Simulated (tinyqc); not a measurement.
One band or two: type-II superlattice in the two-band Kane model.

Motion along the axis, period d = a + b, c = hbar^2/2m0. Conduction and light-hole bands couple: (E - Ec)(E - Ev) = Ep c k^2 in each layer, with mass m(E) = (E - Ev)/Ep, which may be negative. The conduction envelope psi and psi'/m(E) are continuous; a layer carries them by [[cos kt, (m/k) sin kt], [-(k/m) sin kt, cos kt]] (cosh and sinh for k^2 < 0), and cos(q d) = tr(M_B M_A)/2. C1 is the first miniband above EvB, with its bottom at tr/2 = +1 and its top at -1; the gap is the bottom of C1 less the top heavy-hole level HH1.

Heavy holes are uncoupled: with e = EvB - E, p = sqrt(mhB e/c), w = sqrt(mhA (EvB - EvA - e)/c), the top level HH1 at q = 0 solves (p/mhB) tan(p b/2) = (w/mhA) tanh(w a/2).

Constants: hbar^2/2m0 = 3.80998211 eV angstrom^2.

Inputs chosen for the exercise (near those of an InAs/GaSb superlattice; not measured data):
- a = 37 angstrom (layer A)
- b = 25 angstrom (layer B)
- EcA = 0 eV (conduction edge of A)
- EvA = -0.414 eV (valence edge of A)
- EcB = 0.935 eV (conduction edge of B)
- EvB = 0.112 eV (valence edge of B)
- EpA = 14.1 eV (coupling energy in A)
- EpB = 17.8 eV (coupling energy in B)
- mhA = 0.34 m0 (heavy hole in A)
- mhB = 0.28 m0 (heavy hole in B)

Bottom of C1. One band: (k/mA) tan(k a/2) = (kappa/mB) tanh(kappa b/2) with the edge masses (Ec - Ev)/Ep and barrier EcB - EcA. Second row: mA replaced by m(E). The last column is measured against two bands.

Results:

| model | C1 (eV) | gap (meV) | error (meV) |
|---|---|---|---|
| one band, edge masses | 0.2529 | 241.9 | -4.3 |
| m(E) in A only | 0.2270 | 216.0 | -30.2 |
| two bands | 0.2572 | 246.2 | 0.0 |

mA = 0.0294 m0
mB = 0.0462 m0

What can be read from this table?

With edge masses C1 errs by -4 meV, 2 % of the gap. The heavier m(E) in A changes it by -26 meV; the treatment of B changes it by +30 meV, since C1 lies 145 meV above the valence edge of B, where its mass is 0.0082 instead of 0.0462.

tinyqc: `OMP_NUM_THREADS=1 python tinyqc.py 1251210 1251211 out.jsonl`; about 0.02 s, one thread, shared Intel(R) Xeon(R) Processor @ 2.30GHz.
